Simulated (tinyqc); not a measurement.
Gupta-type many-body potential for a metal: one step, computed by the program tinyqc. Command: `OMP_NUM_THREADS=1 python tinyqc.py 3001892 3001893 out.jsonl gupta walk`. One thread of a shared host (Intel(R) Xeon(R) Processor @ 2.30GHz), about 0.01 s of CPU time with the checks.

E_i = sum_j A exp(-p (r_ij/r0 - 1)) - xi rho_i^gamma, with rho_i = sum_j exp(-2 q (r_ij/r0 - 1)); gamma = 1/2 is the tight-binding second-moment form. The crystal is fcc unless stated; d is the neighbour distance and a fixed number of shells is kept.

Problem. Equilibrium of the fcc crystal. fcc shells: d sqrt(k), k = 1..5, with 12, 6, 24, 12, 24 atoms; Omega = d^3/sqrt2. Equilibrium: dE/dd = 0; B = d^2 E''(d)/(9 Omega).

Inputs (values chosen for the exercise, modelled on silver): repulsion A = 0.105 eV; hopping xi = 1.17 eV; decay p = 10.7; decay q = 3.07; reference distance r0 = 2.889 angstrom; shells kept = 2; embedding exponent gamma = 0.5.

Constants: 1 eV/angstrom^3 = 160.2176634 GPa.

Give: neighbour distance d; lattice constant; cohesive energy E_c; bulk modulus B.

Solution.

neighbour distance d = 2.9095 angstrom

lattice constant = 4.1146 angstrom

cohesive energy E_c = 2.8669 eV

bulk modulus B = 99.024 GPa
